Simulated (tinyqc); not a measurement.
Single-domain magnet: Stoner-Wohlfarth switching, Neel-Arrhenius retention, LLG dynamics and spin torque: one step, computed by the program tinyqc.

The moment is uniform, with unit vector m; z is the easy axis. mu_0 = 1.25663706212e-6 T m/A, gamma = 1.76085963023e11 rad/(s T).

Task: Exact time to the equator. The polar equation dm_z/dt = -(1 - m_z^2)(i - m_z)/tau_D, i = I/I_c0, integrates to t = tau_D [F(cos theta_0) - F(0)], F(z) = -ln(1 - z)/(2 (i - 1)) + ln(1 + z)/(2 (i + 1)) + ln(i - z)/(i^2 - 1), theta_0 = 1/sqrt(2 Delta).

Inputs (values chosen for the exercise, for a model magnet): temperature T = 398 K; drive I/I_c0 = 2.8.

Shape: thin disc, easy axis normal to it.

stability factor Delta = 60.79962

tau_D = 0.08575542 ns

Give: time to m_z = 0.

Result:

time to m_z = 0 = 0.13317 ns

Caution: a flat cylinder has a smaller N_z than the spheroid of the same t/d, so K_eff of a real disc is larger.
